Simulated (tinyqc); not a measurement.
RKS/B3LYP (VWN-RPA form) in the 6-311g basis, for H-, spin multiplicity 1, step by step. The basis has no diffuse functions, so it cannot describe the extra electron: this is an exercise in the method, not the real anion. One step of it, computed by the program tinyqc.

Task: Orthogonalisation. S = U s U^T; symmetric (Loewdin) form X = U s^(-1/2) U^T, so that X^T S X = 1.

overlap S, lower triangle:
```
          1H 1s     1H 2s     1H 3s
1H 1s  1.000000
1H 2s  0.706377  1.000000
1H 3s  0.373664  0.788963  1.000000
```

Give: eigenvalues of S; X.

Result:

eigenvalues of S: 0.109  0.629  2.261

X, lower triangle:
```
        1H 1s   1H 2s  1H 3s
1H 1s   1.366
1H 2s  -0.728   2.046
1H 3s   0.180  -0.906  1.540
```
